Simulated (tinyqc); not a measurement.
What moves the results: fitting sp3s* parameters to three gaps by Newton steps. A value that a table varies takes the place of the one given here.

sp3s* tight binding, nearest neighbours only: anion (a) at 0, cation (c) at a/4 (1,1,1), orbitals s, px, py, pz, s* on each; k in units of 2 pi/a. With phases e_j = exp(i (pi/2) k.n_j) for n = (1,1,1), (1,-1,-1), (-1,1,-1), (-1,-1,1): g0 = (e1+e2+e3+e4)/4, g1 = (e1+e2-e3-e4)/4, g2 = (e1-e2+e3-e4)/4, g3 = (e1-e2-e3+e4)/4. The diagonal holds the levels Esa, Epa, Exa (s*) and Esc, Epc, Exc. Anion-cation block: <sa|sc> = Vss g0; <sa|xc> = Vsapc g1; <xa|sc> = -Vscpa g1; <xa|xc> = Vxx g0; <xa|yc> = <ya|xc> = Vxy g3, <xa|zc> = <za|xc> = Vxy g2, <ya|zc> = <za|yc> = Vxy g1; <s*a|xc> = Vxapc g1; <xa|s*c> = -Vpaxc g1; y and z take g2 and g3 in place of g1; s-s* and s*-s* vanish.

Gaps are level 5 at Gamma, X = (1,0,0) and L = (1/2,1/2,1/2) less level 4 at Gamma; no spin-orbit coupling. Free parameters: Vss, Vxapc and Vpaxc. H is linear in them, so by Hellmann-Feynman J_ij = <u|dH/dp_j|u> for level 5 at point i less the same for level 4 at Gamma. Newton: p(new) = p + J^-1 (target - gaps); stop when all misses are below 1e-7 eV.

Constants: hbar^2/2m0 = 3.80998211 eV angstrom^2.

Values chosen for the exercise (out of a larger set: near a published set for GaP, fitted to gaps, whose masses and valley positions are rough; not measured data):
```
symbol  value                                                                                        unit      meaning
p       (-8.13, 1.124, -2.193, 4.113, 8.503, 7.187, -7.472, 2.16, 5.123, 4.272, 6.312, 4.638, 5.11)  eV        start, order Esa, Epa, Esc, Epc, Exa, Exc, Vss, Vxx, Vxy, Vsapc, Vscpa, Vxapc, Vpaxc
tg      (2.7595, 2.5115, 2.3862)                                                                     eV        target gaps at Gamma, X, L
a       5.447                                                                                        angstrom  lattice constant
```

## Equal gaps, different models

The same three targets are met with other triples of free parameters (those for which Newton converges within 3 eV of the start). Not fitted: level 5 at K = (3/4,3/4,0) above Ev, the spacing of levels 6 and 5 at X, the depth of level 2 at X below Ev, the valence width at Gamma, and the mass c q^2/(E(q) - E(0)) of level 5 along [100], q = 0.002 (2 pi/a), c = hbar^2/2m0.

Unfitted results:
```
free parameters    largest change (eV)  K (eV)  X spacing (eV)  level 2 at X (eV)  valence width (eV)  mass (m0)
start                            0.000   2.379           0.534              7.760              13.193     0.2600
Vss, Vxapc, Vpaxc                0.292   2.478           0.212              7.846              13.066     0.2412
Esc, Vxapc, Vpaxc                0.186   2.492           0.337              7.850              13.253     0.2450
Esa, Vxapc, Vscpa                0.410   2.492           0.346              7.701              13.477     0.2465
Vss, Exa, Exc                    0.496   2.478           0.202              7.785              13.066     0.2412
Esc, Vsapc, Exc                  0.832   2.439           0.027              7.902              13.253     0.2331
```

What does this show?

All fitted rows have the same three gaps, yet they spread by 54 meV at K, 320 meV in the X spacing, 201 meV in level 2 at X, 410 meV in the valence width and 5.6 % in the mass. The smallest change of parameters, 0.186 eV, is that of Esc, Vxapc, Vpaxc. A fit fixes what it was given and leaves the rest to the choice of free parameters.

## How errors in the targets pass to the parameters

J:
```
            Vss     Vxapc     Vpaxc
Gamma  -0.92934   0.00000   0.00000
X       0.00000  -0.86955   0.00000
L      -0.24034  -0.28699  -0.09579
```

The gaps at Gamma, X and L of an sp3s* model are fitted with Vss, Vxapc and Vpaxc; J holds the derivatives of the gaps by these parameters at the start. The change of each parameter for +10 meV on one target is 10 J^-1, in meV.

Shifts (meV):
```
target raised    Vss  Vxapc   Vpaxc
Gamma          -10.8    0.0    27.0
X                0.0  -11.5    34.5
L                0.0    0.0  -104.4
```

root sum of squares (meV): Vss 10.8, Vxapc 11.5, Vpaxc 113.2

What can be read from the table?

Independent errors of 10 meV leave Vpaxc least certain (113 meV) and Vss best fixed (10.8 meV). The largest single entry, 104 meV, comes from the target at L.

Computed by tinyqc, a small Python program: `OMP_NUM_THREADS=1 python tinyqc.py 1480487 1480488 out.jsonl` (the numbers bound the seed that draws the inputs); one thread of a shared host (Intel(R) Xeon(R) Processor @ 2.30GHz), about 0.3 s for the whole set of steps.
